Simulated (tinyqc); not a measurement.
p-n junction with a stepped n side, non-linear Poisson equation by Newton steps: one step of the calculation.

One dimension, p side on the left, n side on the right; net doping C = -Na for x < 0, +N1 for 0 < x < L1 and +Nd beyond. The potential psi is counted from the intrinsic level, and the quasi-Fermi potentials are flat: 0 for holes and -V for electrons, so n = ni exp((psi + V)/Vt) and p = ni exp(-psi/Vt) (Boltzmann statistics, full ionisation, no current).

Problem. Converged densities, field and charge. n and p as above; field E_i = -(psi_(i+1) - psi_i)/h_i on each interval; charge on either side of the peak Q = eps0 eps_r |E|max (Gauss).

Parameters, values chosen for the exercise; band and dielectric values those of a made-up semiconductor:
- T = 300 K (temperature)
- eps_r = 11.6 (relative permittivity)
- V = 0 V (bias of the p side against the n side)

Constants: q = 1.602176634e-19 C, kB = 1.380649e-23 J/K, Vt = kB T/q, eps0 = 8.8541878128e-14 F/cm where lengths are in cm. Results are converted to the units shown.

```
node  x (nm)  converged psi (V)  net doping C (cm^-3)
0      -81.2        -0.53321144               -6.6e17
1      -56.1        -0.53320604               -6.6e17
2      -35.6        -0.53310119               -6.6e17
3        -19        -0.53166715               -6.6e17
4       -5.5        -0.51837135               -6.6e17
5        5.5        -0.44694592                1.5e16
6         25        -0.33816950                1.5e16
7       59.5        -0.16802228                1.5e16
8        120         0.06310715                1.5e16
9        229         0.26336936                4.9e15
10       420         0.39616170                4.9e15
11       759         0.40624656                4.9e15
12      1360         0.40645896                4.9e15
```

ni = 7.2775636e8 cm^-3

Give: n; p; field E; peak |E|; charge Q.

Solution.

```
node  n (cm^-3)  p (cm^-3)
0        0.8025   6.600e17
1        0.8026   6.599e17
2        0.8059   6.572e17
3        0.8519   6.217e17
4         1.425   3.717e17
5         22.57   2.346e16
6          1517   3.491e14
7       1.095e6   4.838e11
8       8.359e9    6.336e7
9      1.934e13    2.739e4
10     3.290e15      161.0
11     4.860e15      109.0
12     4.900e15      108.1
```

field E, interval 0 to 11 (kV/cm): [0.00, -0.05, -0.86, -9.85, -64.93, -55.78, -49.32, -38.20, -18.37, -6.95, -0.30, 0.00]
peak |E| = 64.93 kV/cm
charge Q = 66.69 nC/cm^2

tinyqc, about 0.02 s, one thread, Intel Xeon 2.30GHz (shared host): `OMP_NUM_THREADS=1 python tinyqc.py 2000140 2000141 out.jsonl`
